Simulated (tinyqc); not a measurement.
# From ratio R back to oxide density

Model: X-ray photoelectron analysis of a thin oxide on a semiconductor: attenuation lengths, thickness, angle series and band offsets. Computed by tinyqc, a small Python program. Command: `OMP_NUM_THREADS=1 python tinyqc.py 3112299 3112300 out.jsonl xps inv`. One thread of a shared host (Intel(R) Xeon(R) Processor @ 2.30GHz), about 0.01 s of CPU time with the checks.

The same element is seen in the oxide and in the substrate, at nearly the same kinetic energy; films are flat and uniform, and the work function is ignored.

Inputs (values chosen for the exercise, modelled on SiO2 on silicon):
```
quantity                                          value     unit
photon energy                                      2000       eV
binding energy of the core level                   99.4       eV
oxide formula mass                                60.08    g/mol
valence electrons per oxide formula                  16        -
oxide gap                                           8.8       eV
substrate density                                  2.33   g/cm^3
substrate formula mass                            28.09    g/mol
valence electrons per substrate formula               4        -
substrate gap                                      1.12       eV
oxide thickness d                                   4.5       nm
emission angle from the normal                       30  degrees
attenuation length over inelastic mean free path   0.86        -
carbon overlayer                                   0.52       nm
```

Method:
- TPP-2M: lambda = E/(E_p^2 [b ln(c E) - C/E + D/E^2]) in angstrom, E_p = 28.8 sqrt(N_v rho/M), b = -0.10 + 0.944/sqrt(E_p^2 + E_g^2) + 0.069 rho^0.1, c = 0.191/sqrt(rho), U = N_v rho/M, C = 1.97 - 0.91 U, D = 53.4 - 20.8 U, with E = photon energy less binding energy in eV.
- Attenuation length L = factor x lambda.
- R_0 = (rho_o/M_o) L_o/((rho_s/M_s) L_s); peak ratio R = I_ox/I_sub = R_0 [exp(d/(L_o cos theta)) - 1]; hence d = L_o cos theta ln(1 + R/R_0). A carbon layer weakens both peaks alike, by exp(-d_C/(L_o cos theta)) if its L is taken equal to L_o. This R_0 leaves out intrinsic losses from the substrate peak, so calibrated values can be larger.

Question. A run gave the result below. Find the oxide density, known to lie between 1 and 3 g/cm^3.

ratio R = 1.179963

Answer.

Each step takes the trial c = (a f_b - b f_a)/(f_b - f_a), f being the result less the target and a, b, c the logarithms of the listed values; c replaces end b, the old b replaces a if the sign of f changed, and otherwise f_a is halved.

Scan of the range:
```
oxide density (g/cm^3)  ratio R
1.00                    0.51512
1.20                    0.64026
1.44                    0.79466
1.73                    0.98626
2.08                    1.22393
2.50                    1.51809
3.00                    1.88207
```

False position (Illinois rule, in the logarithm of the input) inside the bracket:
```
step    end a    end b    trial  ratio R
1     1.73000  2.08000  2.01030  1.17606
2     2.08000  2.01030  2.01590  1.17989
3     2.08000  2.01590  2.01610  1.18003
4     2.01590  2.01610  2.01600  1.17996
5     2.01610  2.01600  2.01600  1.17996
```

Ratio R rises at every point of a 13-point scan of the range (every second point is shown), so one value fits; it is bracketed by 1.73 and 2.08. Answer: oxide density = 2.016 g/cm^3.
